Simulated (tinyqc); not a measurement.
Worked calculation: six-band Luttinger-Kohn model with strain. Values are carried at full precision from step to step, so a last printed digit may differ when a step is redone from the rounded ones.

Constants: hbar^2/2m0 = 3.80998211 eV angstrom^2.

Values chosen for the exercise (near those of Ge; shifted at random, so the results belong to these values and not to a real crystal):
- C11 = 131.8 GPa
- C12 = 49.7 GPa
- C44 = 67.3 GPa
- load = uniaxial [100] (kind of stress)
- X = -1.94 GPa (stress)
- Dso = 0.285 eV (spin-orbit splitting)
- g1 = 13.33 (Luttinger gamma1)
- g2 = 4.21 (gamma2)
- g3 = 5.66 (gamma3)
- av = 1.27 eV (valence hydrostatic potential)
- b = -2.54 eV (tetragonal shear potential)
- d = -5.24 eV (trigonal shear potential)
- k = (-0.04, 0.019, 0.041) 1/angstrom (wave vector)
- kmax = 0.04 1/angstrom (end of the path)

## Strain from a uniaxial [100] stress

s11 = (C11 + C12)/((C11 - C12)(C11 + 2 C12)), s12 = -C12/((C11 - C12)(C11 + 2 C12)), s44 = 1/C44; exx = s11 sxx + s12 (syy + szz) and cyclic, exy = s44 sxy/2; tension is positive. A uniaxial stress X along the unit vector n is s_ij = X n_i n_j.

s11, s12, s44 (1/TPa): 9.5619  -2.6183  14.8588

strain tensor:
```
           x         y         z
x  -0.018550  0.000000  0.000000
y   0.000000  0.005080  0.000000
z   0.000000  0.000000  0.005080
```

The volume changes by -0.839 %; there is no shear in the cubic axes, so d does not enter.

## The terms P, Q, R, S at one k

P = c g1 k^2 - av tr(e); Q = c g2 (kx^2 + ky^2 - 2 kz^2) - (b/2)(exx + eyy - 2 ezz); R = c sqrt3 [-g2 (kx^2 - ky^2) + 2i g3 kx ky] + (sqrt3/2) b (exx - eyy) - i d exy; S = 2 c sqrt3 g3 (kx - i ky) kz - d (exz - i eyz); c = hbar^2/2m0, e the strain tensor (not engineering shear).

Form the four terms.

Terms (eV):
```
term             from k  from strain
P               0.18497      0.01066
Q              -0.02247     -0.03001
R     -0.03442-0.05677i      0.05198
S     -0.12251-0.05819i      0.00000
```

## The Hamiltonian

Six-band Luttinger-Kohn model in the basis |3/2,3/2>, |3/2,1/2>, |3/2,-1/2>, |3/2,-3/2>, |1/2,1/2>, |1/2,-1/2>, electron energies, zero at the top of the unstrained valence band. H = -[rows: (P+Q, -S, R, 0, -S/r2, r2 R); (-S*, P-Q, 0, R, -r2 Q, r32 S); (R*, 0, P-Q, S, r32 S*, r2 Q); (0, R*, S*, P+Q, -r2 R*, -S*/r2); (-S*/r2, -r2 Q, r32 S, -r2 R, P+Dso, 0); (r2 R*, r32 S*, r2 Q, -S/r2, 0, P+Dso)], r2 = sqrt(2), r32 = sqrt(3/2). Levels are twofold.

Each term is the sum of its two parts.

H(k) (eV), lower triangle (Hermitian):
```
                  3/2,3/2          3/2,1/2        3/2,-1/2         3/2,-3/2  1/2,1/2  1/2,-1/2
3/2,3/2           -0.1431
3/2,1/2   -0.1225+0.0582i          -0.2481
3/2,-1/2  -0.0176-0.0568i                0         -0.2481
3/2,-3/2                0  -0.0176-0.0568i  0.1225-0.0582i          -0.1431
1/2,1/2   -0.0866+0.0411i          -0.0742  0.1500+0.0713i   0.0248-0.0803i  -0.4806
1/2,-1/2  -0.0248-0.0803i   0.1500-0.0713i          0.0742  -0.0866-0.0411i        0   -0.4806
```

## Levels and their make-up

Diagonalise H. The weights add +m and -m and are averaged over each pair; m is taken along z.

levels from the top, each twofold (eV): -0.0150  -0.2183  -0.6385

weights:
```
               top  second  third
|3/2,+-3/2>  0.595   0.296  0.109
|3/2,+-1/2>  0.342   0.421  0.237
|1/2,+-1/2>  0.063   0.283  0.655
```

The top pair is 60 % |3/2,+-3/2>, the second pair is 42 % |3/2,+-1/2> and the third pair is 65 % |1/2,+-1/2>.

## Band edges at k = 0
Diagonalise H at k = 0. The weights add +m and -m (m along z) and are averaged over each pair.

edges from the top (eV): 0.0691  -0.0707  -0.3154

weights at k = 0:
```
               top  second  third
|3/2,+-3/2>  0.711   0.250  0.039
|3/2,+-1/2>  0.237   0.750  0.013
|1/2,+-1/2>  0.051   0.000  0.949
```

The stress splits the top two pairs by 139.8 meV, 5.41 times kT at 300 K (25.85 meV); the third lies 384.5 meV below the top, against Dso = 285 meV without stress.

## Polarisation of the edge transitions

In the basis X, Y, Z times spin, H(k = 0) has -Dso/3 + l exx + m (eyy + ezz) on the diagonal (cyclic) and n exy off it, l = av + 2 b, m = av - b, n = sqrt(3) d. Spin-orbit term (Dso/3) L.sigma on X, Y, Z with (L_k)_ij = -i epsilon_kij: <X+|H|Y+> = -i Dso/3, <X+|H|Z-> = Dso/3, <Y+|H|Z-> = -i Dso/3, <Z+|H|X-> = -Dso/3, <Z+|H|Y-> = i Dso/3, <X-|H|Y-> = i Dso/3, and their conjugates; + and - are the spin along z. The strength of a transition to an s-like conduction level for light polarised along the unit vector u is the weight of the orbital ux X + uy Y + uz Z in the valence state, summed over spin and averaged over the pair.

strain block of X, Y, Z (eV), lower triangle:
```
         X         Y         Z
X  0.10938
Y        0  -0.07068
Z        0         0  -0.07068
```

Relative strengths:
```
polarisation    top  second  third
[100]         0.858   0.000  0.142
[010]         0.071   0.500  0.429
[001]         0.071   0.500  0.429
[110]         0.464   0.250  0.286
[1-10]        0.464   0.250  0.286
[111]         0.333   0.333  0.333
```

The top pair is strongest for light along [100] (0.858) and weakest along [010] and [001] (0.071); without strain every direction has 1/3 on average over the fourfold top. For each polarisation the three pairs add up to 1.

## Hole masses at the edges

Curvature at k = 0: m/m0 = -2 c h^2/(E(h u) + E(-h u) - 2 E(0)) with h = 0.0002 1/angstrom along the unit vector u.

Hole masses (m0):
```
direction    top  second  third
[110]      0.060   0.089  0.082
[1-10]     0.060   0.089  0.082
[100]      0.038   0.204  0.118
[001]      0.149   0.057  0.064
```

Of the directions listed, the top pair is lightest along [100] (0.038) and heaviest along [001] (0.149). These masses hold only for hole energies well below the splitting of 140 meV.

## Bands along [100] and [001]

Six points from 0 to kmax in each direction.

Levels (eV):
```
direction  |k| (1/angstrom)      top   second    third  top, no stress  second, no stress
[100]                 0.000   0.0691  -0.0707  -0.3154          0.0000             0.0000
[100]                 0.008   0.0626  -0.0719  -0.3175         -0.0012            -0.0053
[100]                 0.016   0.0434  -0.0755  -0.3239         -0.0048            -0.0207
[100]                 0.024   0.0119  -0.0815  -0.3352         -0.0108            -0.0452
[100]                 0.032  -0.0308  -0.0898  -0.3523         -0.0192            -0.0766
[100]                 0.040  -0.0827  -0.1006  -0.3774         -0.0299            -0.1119
[001]                 0.000   0.0691  -0.0707  -0.3154          0.0000             0.0000
[001]                 0.008   0.0675  -0.0749  -0.3193         -0.0012            -0.0053
[001]                 0.016   0.0628  -0.0874  -0.3313         -0.0048            -0.0207
[001]                 0.024   0.0552  -0.1070  -0.3529         -0.0108            -0.0452
[001]                 0.032   0.0452  -0.1319  -0.3862         -0.0192            -0.0766
[001]                 0.040   0.0329  -0.1598  -0.4339         -0.0299            -0.1119
```

## Checks

- Levels against the same model in the basis X, Y, Z times spin: they agree to 1e-10 or better.

Program tinyqc; command `OMP_NUM_THREADS=1 python tinyqc.py 1080694 1080695 out.jsonl`; about 0.1 s on one thread of a shared Intel(R) Xeon(R) Processor @ 2.30GHz.
